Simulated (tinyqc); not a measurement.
Inside a calculation: polytypes by hexagonality, and a cubic inclusion as a quantum well. Values are carried at full precision from step to step, so a last printed digit may differ when a step is redone from the rounded ones.

A layer is h if its two neighbours in the periodic sequence sit on the same site, k otherwise; the hexagonality h is the share of h layers.

Constants: hbar^2/2m0 = 3.80998211 eV angstrom^2.

Values chosen for the exercise (of the order of those of SiC; the results hold for these values, not for the real material): E3 = 2.396 eV (gap of the cubic polytype); E2 = 3.332 eV (gap of 2H); Ev2 = 0.114 eV (valence top of 2H above that of 3C); P2 = -0.047 C/m^2 (spontaneous polarisation of 2H); Es = 3.277 eV (gap at the hexagonality hs); hs = 0.5 (hexagonality up to which the first line holds); m = (0.288, 0.329) m0 (electron mass along c in the cubic layer and in the host); d = 2.527 angstrom (thickness of a double layer); eps = 9.8 (dielectric constant); N = 2 (double layers in the cubic inclusion).

## Hexagonality

Stacking sequences:
```
polytype         sequence
6H                 ABCACB
15R       ABCACBCABACABCB
9R              ABCBCACAB
10H            ABCABCBACB
4H                   ABCB
```

Give the h/k string and h of each.

Hexagonality:
```
polytype       h/k string       h
6H                 hkkhkk  0.3333
15R       hkkhkhkkhkhkkhk  0.4000
9R              hkhhkhhkh  0.6667
10H            hkkkkhkkkk  0.2000
4H                   hkhk  0.5000
```

## Gaps and band edges

Gap: E3 + (Es - E3) h/hs for h up to hs, then linear from Es to E2 at h = 1. Valence top Ev2 h and polarisation P2 h, both counted from 3C; Ec = Ev + gap.

Evaluate for each polytype.

Results:
```
polytype  gap (eV)  Ev (eV)  Ec (eV)  P (C/m^2)
6H          2.9833   0.0380   3.0213   -0.01567
15R         3.1008   0.0456   3.1464   -0.01880
9R          3.2953   0.0760   3.3713   -0.03133
10H         2.7484   0.0228   2.7712   -0.00940
4H          3.2770   0.0570   3.3340   -0.02350
```

The widest gap is that of 9R, the narrowest that of 10H. Ev and Ec both rise with h, so 3C collects electrons and the more hexagonal side holes: a staggered line-up.

## The bound level without the field

A cubic inclusion of width L = N d in the host (h = 0.4) is a well of depth V = Ec(host) - Ec(3C). Square well with mass mismatch: k tan(k L/2) = (m_w/m_b) q, k = sqrt(m_w E/c), q = sqrt(m_b (V - E)/c), c = hbar^2/2m0, lowest root. The depth of the level, V - E, is its binding, and the transition to the valence top of the host is gap(host) - (V - E). The step in polarisation gives a field |F| = |P|/(eps eps0) in a thin inclusion, eps0 = 8.8541878e-12 F/m.

Give V, L, the level E, its depth below the host conduction edge and the transition to the valence top of the host, gap(host) - (V - E).

V = 0.7504 eV
L = 5.054 angstrom
E above the bottom = 0.5494 eV
depth below the host edge = 0.2010 eV
transition = 2.8998 eV

The level keeps 27 % of the well depth. The transition lies above the gap of 3C itself (2.396 eV). At a few layers the effective-mass picture is only a guide.

## The polarisation field

Give |F|, the drop |F| L, the bound charge |P|/e per cm^2 (e = 1.602176634e-19 C), and, as a first estimate, the shift -|F| L/2 of the transition for an electron centred in the layer and a hole in the host on the high side.

|F| = 2.167 MV/cm
drop = 109.5 meV
bound charge = 1.17e+13 cm^-2
estimated shift = -54.8 meV

The drop is 15 % of the well depth. The host edge on the low side sinks by 55 meV against the centre, less than the 201 meV by which the flat well binds.

## Checks

- Square-well root against finite differences on a grid of 0.5 angstrom (eV): both 0.549.

Computed by tinyqc, a small Python program: `OMP_NUM_THREADS=1 python tinyqc.py 1880505 1880506 out.jsonl` (the numbers bound the seed that draws the inputs); one thread of a shared host (Intel(R) Xeon(R) Processor @ 2.30GHz), about 0.05 s for the whole set of steps.
